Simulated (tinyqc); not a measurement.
Carrier lifetime of a p-type layer with SRH, radiative, Auger and surface recombination: one step of the calculation.

Uniform excess density dn = dp (no trapping), n = n0 + dn, p = p0 + dn, Boltzmann statistics, full ionisation. Surfaces enter as a rate 2 S dn/d, which holds while diffusion to them is fast.

Problem. New dn. With e = n p - ni^2 = dn (n0 + p0 + dn): U_SRH = e/(tp0 (n + n1) + tn0 (p + p1)), U_rad = B e, U_Aug = (Cn n + Cp p) e, U_s = 2 S dn/d. Substitution: tau = dn/U with U the sum, dn(new) = G tau.

Values chosen for this exercise; band and dielectric values those of a made-up semiconductor:

| symbol | value | unit | meaning |
|---|---|---|---|
| B | 1.24e-12 | cm^3/s | radiative coefficient |
| Cn | 3.4e-31 | cm^6/s | Auger coefficient (two electrons) |
| Cp | 7e-32 | cm^6/s | Auger coefficient (two holes) |
| S | 2000 | cm/s | surface recombination velocity (both faces) |
| d | 5 | um | sample thickness |
| G | 1.1e22 | cm^-3 s^-1 | generation rate |

dn after iteration 1 = 1.3264569e15 cm^-3
n0 = 9.6967828e-15 cm^-3
p0 = 2e17 cm^-3
n1 = 7.2396954e-11 cm^-3
p1 = 2.6787820e13 cm^-3
tn0 = 6.5789474e-4 s
tp0 = 6.5789474e-7 s

Give: U_SRH; U_rad; U_Aug; U_s; tau; dn after iteration 2.

Solution.

U_SRH = 2.016e18 cm^-3 s^-1
U_rad = 3.311e20 cm^-3 s^-1
U_Aug = 3.884e18 cm^-3 s^-1
U_s = 1.061e22 cm^-3 s^-1
tau = 1.212e-7 s
dn after iteration 2 = 1.333e15 cm^-3

Computed by the program tinyqc: `OMP_NUM_THREADS=1 python tinyqc.py 2300135 2300136 out.jsonl`, one thread of a shared Intel Xeon 2.30GHz, about 0.01 s for the whole run.
